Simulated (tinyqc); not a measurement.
Thermal and gravitational stress in a wafer during furnace and rapid thermal processing, and the onset of slip. From one set of inputs to another, one input at a time. Computed by tinyqc, a small Python program. Command: `OMP_NUM_THREADS=1 python tinyqc.py 3006796 3006797 out.jsonl slip ladder`. One thread of a shared host (Intel(R) Xeon(R) Processor @ 2.30GHz), about 0.01 s of CPU time with the checks.

A thin free disc in plane stress, isotropic; T(r) = T_centre + dT (r/R)^n with n = 2. Stress is positive in tension; sigma_SB = 5.670374419e-8 W/(m^2 K^4), g = 9.80665 m/s^2.

The inputs printed are set A. Inputs not listed in the table keep their values of set A, so the rows need not describe a real material.

Inputs (values chosen for the exercise, modelled on silicon):
```
quantity                              value        unit
wafer radius R                          100          mm
thickness t                             725  micrometre
Young's modulus E                       146         GPa
expansion alpha                        4.44      1e-6/K
edge less centre temperature dT         -28           K
temperature T                          1000           K
prefactor A of the critical stress  0.00042         MPa
energy U of the critical stress        1.01          eV
density rho                            2330      kg/m^3
heat capacity c                         943    J/(kg K)
conductivity k                         27.8     W/(m K)
wafer spacing s                         5.9          mm
ramp rate                               8.5       K/min
```

Temperature profile: parabolic.

Constants: k_B = 8.617333262e-05 eV/K.

Method:
- With x = r/R: s_rr = alpha E dT (1 - x^n)/(n + 2), s_tt = alpha E dT [1 - (n + 1) x^n]/(n + 2).
- Critical resolved stress tau_c = A exp(U/(k_B T)), a form chosen for the exercise; slip when 0.492799 |s_tt(R)| > tau_c; allowed |dT| = tau_c (n + 2)/(0.492799 n alpha E).
- In a stack heated from the rim, heat flows inward by conduction and by radiation between wafers: k_eff = k + (16/3) sigma_SB T^3 s^2/t (a diffusion estimate with the spacing as path length). A steady ramp gives the parabolic lag dT = rho c (ramp) R^2/(4 k_eff); the allowed ramp uses n = 2.

Each row keeps all changes above it:
```
input moved                                  from      to  allowed |dT| (K)  lag of the centre (K)  allowed ramp rate (K/min)
set A                                           -       -             323.6                  18.39                      149.6
ramp rate (K/min)                             8.5     1.8             323.6                   3.89                      149.6
prefactor A of the critical stress (MPa)  0.00042  0.0002             154.1                   3.89                       71.2
temperature T (K)                            1000    1125              41.9                   3.40                       22.2
heat capacity c (J/(kg K))                    943     956              41.9                   3.45                       21.9
wafer spacing s (mm)                          5.9      11              41.9                   1.68                       45.0
energy U of the critical stress (eV)         1.01    1.05              63.3                   1.68                       68.0
edge less centre temperature dT (K)           -28     -11              63.3                   1.68                       68.0
```

Which inputs carry the difference?

Allowed |dT| goes from 324 to 63.3, a factor 0.196 in all. The largest single move comes from temperature T (a factor 0.272), and energy U of the critical stress works against it (a factor 1.51). lag of the centre goes from 18.4 to 1.68, a factor 0.0912 in all. The largest single move comes from ramp rate (a factor 0.212). Allowed ramp rate goes from 150 to 68.0, a factor 0.454 in all. The largest single move comes from temperature T (a factor 0.311), and wafer spacing s works against it (a factor 2.06). The single moves hold for this order of the switches; the total does not depend on the order.

Caution (rows set A, ramp rate, prefactor A of the critical stress): at lower temperature the exponential form overstates the strength: fracture from edge flaws comes first.

Extremes, crossings and ranges named in words are read from the listed rows.
